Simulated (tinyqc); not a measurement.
RKS/PBE in the 6-311g basis, for He, spin multiplicity 1, step by step. One step of it, computed by the program tinyqc.

Problem. Iteration 1: diagonalisation and new density. Diagonalise F' = X^T F X, C = X C', fill 1 alpha and 1 beta electrons from the bottom; D = 2 C_occ C_occ^T. Each column has its largest component positive (the first on a tie).

Kohn-Sham matrix F (hartree), lower triangle:
```
           1He 1s     1He 2s     1He 3s
1He 1s   1.569190
1He 2s  -0.744095  -0.102063
1He 3s  -0.706077  -0.307380  -0.120502
```

X:
```
                1          2         3
1He 1s  -1.102035   0.913172  0.353396
1He 2s   2.064207  -0.049328  0.437907
1He 3s  -1.376014  -0.805348  0.373888
```

Give: F' = X^T F X; orbital energies; coefficients C; D after iteration 1.

Solution.

F' = X^T F X (hartree), lower triangle:
```
         1       2        3
1   4.2328
2  -2.3947  2.3113
3  -0.2428  0.3343  -0.3580
```

orbital energies (hartree): MO1 -0.4003, MO2 0.7099, MO3 5.8765

coefficients C:
```
           MO1      MO2      MO3
1He 1s  0.2445  -0.1692  -1.4439
1He 2s  0.3979  -1.1788   1.7050
1He 3s  0.5114   1.3852  -0.7082
```

D after iteration 1, lower triangle:
```
        1He 1s  1He 2s  1He 3s
1He 1s  0.1195
1He 2s  0.1946  0.3167
1He 3s  0.2500  0.4070  0.5230
```
